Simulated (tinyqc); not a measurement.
# Vertical double-diffused power MOSFET, components of the on-resistance: what changes with what

Stripe cells of pitch Wp + a, two channels a cell. Current flows through the channels, spreads in the accumulation layer, passes the gap between the p bodies and spreads at 45 degrees into the drift layer below them. Low drain voltage, full ionisation.

Values chosen for this exercise; bulk values close to those of gallium nitride: temperature T = 400 K; relative permittivity eps_r = 9.3; critical-field constant Kc = 26100 V/cm per (cm^-3)^(1/8); rated breakdown voltage of the drift layer BV = 650 V; drift mobility at 300 K mud = 932 cm^2/(V s); temperature exponent of the drift mobility bt = 2.5; gate oxide thickness (eps_r 3.9) tox = 44 nm; gate overdrive Vov = 10 V; channel mobility mch = 16 cm^2/(V s); accumulation-layer mobility mac = 62 cm^2/(V s); channel length Lc = 1 um; width of the p body in one cell, channels included Wp = 5.1 um; gap between neighbouring p bodies a = 3.7 um; depth of the p body xp = 1.1 um; doping of the gap over the drift doping Nj = 1; built-in voltage of the body junction Vbi = 3.06 V; substrate and contact resistance Rs = 0.16 mohm cm^2.

Constants: q = 1.602176634e-19 C, eps0 = 8.8541878128e-14 F/cm where lengths are in cm. Results are converted to the units shown.

Each table varies one quantity; the others keep the values above.

## On-resistance against the doping of the gap over the drift doping

Triangular field at breakdown with Ec = Kc N^(1/8): BV = eps0 eps_r Ec^2/(2 q N), so N = (eps0 eps_r Kc^2/(2 q BV))^(4/3); W = 2 BV/Ec; mu = mud (T/300 K)^(-bt); rho = 1/(q mu N); ideal resistance rho W. Pitch p = Wp + a, Cox = 3.9 eps0/tox; zero-bias depletion in the gap w0 = sqrt(2 eps0 eps_r Vbi/(q N Nj)), open gap g = a - 2 w0; R_ch = Lc p/(2 mch Cox Vov); R_acc = 0.6 a p/(4 mac Cox Vov), 0.6 being an empirical factor for current leaving the layer along its length; R_gap = (rho/Nj) xp p/g; spreading depth t = min(W, (p - g)/2); R_drift = (rho p/2) ln((g + 2 t)/g) + rho (W - t); R_on = the sum with Rs.

The same in every row: R_ch (mohm cm^2) = 3.504; R_acc (mohm cm^2) = 1.004; ideal (mohm cm^2) = 0.1549.

On-resistance against the doping of the gap over the drift doping:
```
Nj,R_gap (mohm cm^2),R_drift (mohm cm^2),R_on (mohm cm^2),largest term
1,0.1138,0.2181,5.000,channel
1.5,0.07337,0.2146,4.956,channel
2,0.05397,0.2127,4.934,channel
3,0.03518,0.2104,4.913,channel
5,0.02064,0.2082,4.897,channel
8,0.01270,0.2067,4.887,channel
12,0.008378,0.2056,4.882,channel
```

R_on falls from 5.00 to 4.88 mohm cm^2. The channel term is the largest at Nj = 1 and in all other rows. R_on is 32.3 times the ideal drift resistance in the first row and 31.5 times in the last.

## On-resistance against the width of the p body in one cell

Same model as above.

The same in every row: ideal (mohm cm^2) = 0.1549.

On-resistance against the width of the p body in one cell:
```
Wp (um),R_ch (mohm cm^2),R_acc (mohm cm^2),R_gap (mohm cm^2),R_drift (mohm cm^2),R_on (mohm cm^2),largest term
2.6,2.509,0.7186,0.08148,0.1778,3.646,channel
3.3,2.787,0.7984,0.09053,0.1875,4.024,channel
4.2,3.146,0.9011,0.1022,0.2019,4.511,channel
5.3,3.584,1.027,0.1164,0.2220,5.109,channel
6.8,4.181,1.198,0.1358,0.2533,5.928,channel
8.7,4.938,1.414,0.1604,0.2980,6.970,channel
11,5.853,1.677,0.1901,0.3533,8.233,channel
14,7.048,2.019,0.2289,0.4254,9.881,channel
```

R_on rises from 3.65 to 9.88 mohm cm^2. The channel term is the largest at Wp = 2.6 and in all other rows. R_on is 23.5 times the ideal drift resistance in the first row and 63.8 times in the last.

tinyqc, about 0.01 s, one thread, Intel Xeon 2.30GHz (shared host): `OMP_NUM_THREADS=1 python tinyqc.py 2230055 2230056 out.jsonl`
